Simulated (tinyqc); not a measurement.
Doping level: carrier statistics of a doped semiconductor with parabolic bands.

Eg(T) = Eg0 - al T^2/(T + be); m_de = Mv^(2/3) (ml mt^2)^(1/3); m_dh = (mhh^(3/2) + mlh^(3/2))^(2/3); Nc and Nv from N = 2 (m kB T/(4 pi c))^(3/2) with c = hbar^2/2m0, in 1/angstrom^3; times 1e24 for 1/cm^3.

Energies are counted from Ev, so Ec = Eg. n = Nc F_1/2((EF - Eg)/kT), p = Nv F_1/2(-EF/kT), ND+ = ND/(1 + 2 exp((EF - Eg + ED)/kT)), NA- = NA/(1 + 4 exp((EA - EF)/kT)); neutrality asks p + ND+ = n + NA-. F_j(eta) = (1/Gamma(j + 1)) integral_0^infinity x^j dx/(1 + exp(x - eta)), which tends to exp(eta) for eta << 0.

Constants: hbar^2/2m0 = 3.80998211 eV angstrom^2; kB = 8.617333262e-05 eV/K.

Parameters, chosen for this exercise (near those of AlAs; not measured data):
```
symbol  value     unit  meaning
Eg0     2.249     eV    gap at 0 K
al      0.000731  eV/K  Varshni alpha
be      509       K     Varshni beta
ml      0.97      m0    longitudinal electron mass
mt      0.209     m0    transverse electron mass
Mv      3               equivalent valleys
mhh     0.771     m0    heavy-hole mass
mlh     0.154     m0    light-hole mass
ED      0.0721    eV    donor level below Ec
EA      0.062     eV    acceptor level above Ev
T       250       K
```

Only acceptors are present (ND = 0); eta is the distance of EF beyond the valence edge in units of kT.

Neutral state:
```
NA (1/cm^3),EF (eV),majority (1/cm^3),ionised share,eta
1.0e+14,0.2554,9.99e+13,0.999,-11.86
1.0e+15,0.2059,9.95e+14,0.995,-9.56
1.0e+16,0.1572,9.54e+15,0.954,-7.30
1.0e+17,0.1133,7.30e+16,0.730,-5.26
1.0e+18,0.0791,3.56e+17,0.356,-3.67
3.0e+18,0.0651,6.73e+17,0.224,-3.02
1.0e+19,0.0508,1.29e+18,0.129,-2.36
3.0e+19,0.0380,2.28e+18,0.076,-1.76
```

What can be read from this table?

The impurity level lies at 0.0620 eV. The ionised share falls from 0.999 to 0.076 as EF passes through it between 3e+18 and 1e+19 1/cm^3 (share 1/5 there); it is below one half from 1e+18 1/cm^3 on. Over the last two rows the doping grows threefold and the majority density by a factor 1.76. EF comes within 3 kT of the majority band edge from 1e+19 1/cm^3 on. Above roughly 2e+19 1/cm^3 (N^(1/3) a = 0.26, with the radius a = sqrt(c/(m E)) from the ionisation energy E and the mass mhh) the levels merge with the band and real ionisation is complete; sharp levels then overstate freeze-out.

tinyqc: `OMP_NUM_THREADS=1 python tinyqc.py 1650675 1650676 out.jsonl`; about 0.01 s, one thread, shared Intel(R) Xeon(R) Processor @ 2.30GHz.
